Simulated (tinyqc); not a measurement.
Microkinetic model of low-temperature epitaxy from hydride gases: adsorption, hydrogen desorption and rate control: one step, computed by the program tinyqc.

Each hydride molecule needs two free sites and leaves four hydrogen atoms, of which two leave at once as H2; theta is the hydrogen coverage, the site density is 6.78 per nm^2 and one layer is 1.358 angstrom thick.

Task: Coverage and growth rate. With k the hydride and k_H the hydrogen adsorption rate on free pairs and k_d the desorption rate, steady state: 2 (k + k_H)(1 - theta)^2 = k_d theta; growth rate R = k (1 - theta)^2 layers/s; 1 layer/s = 8.148 nm/min. With c = 2 (k + k_H)/k_d the free share is 1 - theta = 2/(1 + sqrt(1 + 4c)).

Inputs (values chosen for the exercise, close to those used for silane on Si(001)): temperature T = 590 C.

Film: silicon. Order of hydrogen desorption: first.

k = 0.2274048 1/s

k_H = 0 1/s

k_d = 0.4797497 1/s

Give: c; hydrogen coverage theta; growth rate R in layers; growth rate G.

Result:

c = 0.9480

hydrogen coverage theta = 0.3729

growth rate R in layers = 0.08944 layers/s

growth rate G = 0.7288 nm/min

Adsorption and desorption share control.
